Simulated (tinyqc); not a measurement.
Charge stability of a double quantum dot, constant-interaction model with a charge sensor: two steps of the calculation.

Capacitance matrix C = [[C1, -Cm], [-Cm, C2]], C1 = G1 + X1 + Cm + L1, C2 = G2 + X2 + Cm + L2. Gate charges n1 = (G1 V1 + X1 V2)/q, n2 = (X2 V1 + G2 V2)/q. The state (N1, N2) has U = (1/2) d^T E d with d = (N1 - n1, N2 - n2) and E = q^2 C^(-1). Leads at 0 V; no tunnel coupling, spin or level spacing. The sensor reads s1 <N1> + s2 <N2>.

Inputs (values chosen for the exercise):
- G1 = 2.4 aF (gate 1 to dot 1)
- G2 = 2 aF (gate 2 to dot 2)
- X1 = 0.1 aF (gate 2 to dot 1)
- X2 = 0.26 aF (gate 1 to dot 2)
- Cm = 3.7 aF (between the dots)
- L1 = 14 aF (dot 1 to leads and ground)
- L2 = 12 aF (dot 2 to leads and ground)
- s1 = 0.64 (sensor weight of dot 1)
- s2 = 0.39 (sensor weight of dot 2)
- T = 1.1 K (temperature)
- V1 = 49.5 mV (voltage of gate 1)
- V2 = 120 mV (voltage of gate 2)

Constants: q = 1.602176634e-19 C, kB = 1.380649e-23 J/K, Vt = kB T/q. Results are converted to the units shown.

Task 1. Charging energies and lever arms. E = q^2 C^(-1) holds EC1, EC2 on the diagonal and ECm off it; the lever arms are A = C^(-1) [[G1, X1], [X2, G2]] (row: dot, column: gate).

Give: C; E; lever arms; gate charges.

Result 1.

C (aF):
```
      1      2
1  20.2   -3.7
2  -3.7  17.96
```

E (meV):
```
       1      2
1  8.243  1.698
2  1.698  9.271
```

lever arms (eV/V):
```
        1       2
1  0.1262  0.0263
2  0.0405  0.1168
```

gate charges: n1 0.816, n2 1.578

ECm is 19.4 % of the geometric mean of EC1 and EC2.

Task 2. Energies and occupation of the charge states. U for N1, N2 = 0, 1, 2; p is proportional to exp(-U/kB T), normalised over these nine states.

E (meV):
```
           1          2
1  8.2426031  1.6980864
2  1.6980864  9.2706338
```

gate charges: n1 0.8163894, n2 1.5782904

Find: U; p; mean charges; sensor signal.

Result 2.

```
state  U (meV)        p
(0,0)   16.481  0.00000
(0,1)    5.099  0.00000
(0,2)    2.987  0.00000
(1,0)   11.193  0.00000
(1,1)    1.509  0.01252
(1,2)    1.095  0.98748
(2,0)   14.148  0.00000
(2,1)    6.162  0.00000
(2,2)    7.446  0.00000
```

mean charges: <N1> 1.0000, <N2> 1.9875
sensor signal = 1.4151

The ground state is (1,2), 0.414 meV (4.37 kB T) below (1,1).

Numbers from tinyqc (`OMP_NUM_THREADS=1 python tinyqc.py 2470123 2470124 out.jsonl`; about 0.01 s on one thread of a shared Intel Xeon 2.30GHz).
